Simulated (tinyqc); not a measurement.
Inside a calculation. Method: MP2 on RHF in the 6-311g basis, for H2, spin multiplicity 1. One step of it, computed by the program tinyqc.

Question. Iteration 6 (converged): orbitals. Diagonalise F' = X^T F X, C = X C', fill 1 alpha and 1 beta electrons from the bottom; D = 2 C_occ C_occ^T. Each column has its largest component positive (the first on a tie).

converged F (hartree), lower triangle:
```
           1H 1s      1H 2s      1H 3s      2H 1s      2H 2s      2H 3s
1H 1s   0.589025
1H 2s  -0.442771  -0.366017
1H 3s  -0.467138  -0.386986  -0.257672
2H 1s  -0.509802  -0.510823  -0.441566   0.589025
2H 2s  -0.510823  -0.484906  -0.406643  -0.442771  -0.366017
2H 3s  -0.441566  -0.406643  -0.275798  -0.467138  -0.386986  -0.257672
```

X, lower triangle:
```
           1H 1s      1H 2s      1H 3s      2H 1s      2H 2s     2H 3s
1H 1s   1.375430
1H 2s  -0.750922   2.381776
1H 3s   0.217244  -1.149455   2.775188
2H 1s  -0.010058  -0.003814  -0.036143   1.375430
2H 2s  -0.003814  -0.632191   0.393085  -0.750922   2.381776
2H 3s  -0.036143   0.393085  -1.612627   0.217244  -1.149455  2.775188
```

Give: F' = X^T F X; orbital energies; coefficients C; D after iteration 6.

Answer.

F' = X^T F X (hartree), lower triangle:
```
        1       2       3       4       5      6
1   1.694
2  -1.170   0.952
3   0.012  -0.381   0.198
4  -0.316  -0.178  -0.143   1.694
5  -0.178  -0.236  -0.028  -1.170   0.952
6  -0.143  -0.028  -0.129   0.012  -0.381  0.198
```

orbital energies (hartree): MO1 -0.589, MO2 0.165, MO3 0.308, MO4 0.641, MO5 2.445, MO6 2.719

coefficients C:
```
         MO1     MO2     MO3     MO4     MO5     MO6
1H 1s  0.189   0.083  -0.049  -0.090  -1.093  -1.121
1H 2s  0.297  -0.026  -0.722  -1.691   1.221   1.775
1H 3s  0.130   2.189   0.852   2.160  -0.486  -1.179
2H 1s  0.189  -0.083  -0.049   0.090  -1.093   1.121
2H 2s  0.297   0.026  -0.722   1.691   1.221  -1.775
2H 3s  0.130  -2.189   0.852  -2.160  -0.486   1.179
```

D after iteration 6, lower triangle:
```
       1H 1s  1H 2s  1H 3s  2H 1s  2H 2s  2H 3s
1H 1s  0.071
1H 2s  0.112  0.177
1H 3s  0.049  0.077  0.034
2H 1s  0.071  0.112  0.049  0.071
2H 2s  0.112  0.177  0.077  0.112  0.177
2H 3s  0.049  0.077  0.034  0.049  0.077  0.034
```
